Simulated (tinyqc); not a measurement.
From results to parameters: two-site tight-binding chain. Computed by the program tinyqc.

Problem. A two-site chain has site energies +delta (A) and -delta (B) and hoppings t1 > t2 > 0, so E = +/- sqrt(delta^2 + |t1 + t2 exp(-ika)|^2). Find delta, t1 and t2.

upper band at k = 0 = 4.640366 eV
upper band at the zone edge = 0.774726 eV
weight of the upper band on site A at the zone edge = 0.700071

Solution. The weight on A is (1 + delta/E)/2, which gives delta; then t1 + t2 = sqrt(E(0)^2 - delta^2) and t1 - t2 = sqrt(E(edge)^2 - delta^2).

delta, t1, t2 (eV): 0.3100  2.6700  1.9600
